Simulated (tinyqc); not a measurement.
# Capillary instabilities by surface diffusion: grooving and agglomeration of films, edge retraction, wire break-up and smoothing of roughness, step by step

A worked calculation. Computed by tinyqc, a small Python program that keeps every step. Command: `OMP_NUM_THREADS=1 python tinyqc.py 3025288 3025289 out.jsonl dewet walk`. One thread of a shared host (Intel(R) Xeon(R) Processor @ 2.30GHz), about 0.01 s of CPU time with the checks. Intermediate numbers are printed to about 5 digits and carried at full precision; extremes and crossings named in words are read from the listed rows.

Isotropic surface energy; shapes change by surface diffusion alone.

Inputs (values chosen for the exercise, of the order of those of a gold film):
```
quantity                                value        unit
surface energy gamma_s                   1.42       J/m^2
grain-boundary energy gamma_b            0.52       J/m^2
interface energy gamma_i                 0.96       J/m^2
contact angle on the substrate theta       85     degrees
atomic volume Omega                        17  angstrom^3
surface sites nu                           13      1/nm^2
prefactor D0                          1.6e-05       m^2/s
activation energy Q                     0.905          eV
temperature T                             543           K
time t                                     89           s
film thickness h                           16          nm
grain radius R                            440          nm
wire radius r                             4.5          nm
initial ripple over radius               0.05           -
roughness wavelength lambda                39          nm
```

Grooves: at the surface and the interface.

Constants: k_B = 8.617333262e-05 eV/K; k_B = 1.380649e-23 J/K.

## The Mullins constant

B = D_s nu gamma_s Omega^2/(k_B T), D_s = D0 exp(-Q/(k_B T)).

D_s = 6.3751e-14 m^2/s

B = 45367 nm^4/s

length (B t)^(1/4) = 44.826 nm

Lengths grow as t^(1/4): doubling one takes 16 times as long, or roughly 97 K more.

## Will grooves cut through?

Groove angle beta: sin(beta) = gamma_b/(2 gamma). For circular grains of radius R with spherical caps the groove ends (measured from the mean surface) at the depth R g(beta), g = (2 - 3 cos beta + cos^3 beta)/(3 sin^3 beta). The film parts if R [g(beta_s) + g(beta_i)] > h.

beta_s = 10.550 degrees

beta_i = 15.714 degrees

sum of g = 0.11573

critical R/h = 8.6407

final depth over h = 3.1826

Given enough time, the grooves reach through: holes open at boundaries and, earlier, at triple junctions.

## Groove growth in time

Mullins' isolated groove: depth below the flat surface d = 0.780 m (B t)^(1/4), m = tan(beta_s), width between the ridges 4.6 (B t)^(1/4); time to reach h: (h/(0.780 m))^4/B.

groove depth = 6.5120 nm

groove width = 206.20 nm

time to reach the substrate = 3243.4 s

## Retraction of a straight edge

A rim shaped as a circular segment with contact angle theta holds the area h x; its radius r obeys r^2 (theta - sin theta cos theta) = h x. To advance, the edge must carry a strip of the rim height H = r (1 - cos theta) over the rim, driven by the curvature 1/r over the distance r theta (the scaling argument of Brandon and Bradshaw): H dx/dt = B/(theta r^2) gives x^(5/2) = (5/2) B t c^(3/2)/(theta (1 - cos theta) h^(3/2)), c = theta - sin theta cos theta.

retraction x = 129.88 nm

rim height H = 35.211 nm

present speed = 0.58373 nm/s

The rim is 2.2 times the film thickness. x goes as t^(2/5) h^(-3/5): thin films retract faster.

## Break-up of a free wire

A wire with r + A cos(k z) has dA/dt = (B/r^4) (kr)^2 [1 - (kr)^2] A: unstable for wavelengths above 2 pi r, fastest at kr = 1/sqrt 2 with the rate B/(4 r^4); break-up time about (4 r^4/B) ln(r/A0); each wavelength makes a sphere of radius (3 r^2 lambda_m/4)^(1/3).

fastest wavelength = 39.986 nm

break-up time = 0.10831 s

radius of the spheres = 8.4683 nm

t over the break-up time = 821.70

The wire breaks up within t. Caution: faceting can stabilise wires along low-index directions.

## Smoothing against break-up

Roughness of wavelength lambda on a flat face decays as exp[-B (2 pi/lambda)^4 t]; the smoothing time is that for a factor e^3.

Times (s); the last column is (h/(0.780 tan beta_s))^4/B:
```
T (K)  B (nm^4/s)   smoothing  wire break-up  groove to depth h
462    1.7957e+03  2.4799e+00     2.7364e+00         8.1943e+04
489    5.9520e+03  7.4817e-01     8.2557e-01         2.4722e+04
516    1.7353e+04  2.5662e-01     2.8317e-01         8.4795e+03
543    4.5367e+04  9.8158e-02     1.0831e-01         3.2434e+03
570    1.0803e+05  4.1221e-02     4.5486e-02         1.3621e+03
597    2.3732e+05  1.8764e-02     2.0706e-02         6.2003e+02
652    9.5834e+05  4.6466e-03     5.1273e-03         1.5354e+02
```

All times share 1/B, so their ratios do not depend on T: break-up over smoothing is 1.1. On a flat face this roughness is smoothed before the wire breaks, but by less than a factor 10. Smoothing is safe for lambda well below 2 pi r, above which a ripple along the wire grows instead. B spans 2.7 decades over these rows.

Checks made by the program: g against the volume of a spherical cap (relative difference below 1e-10).
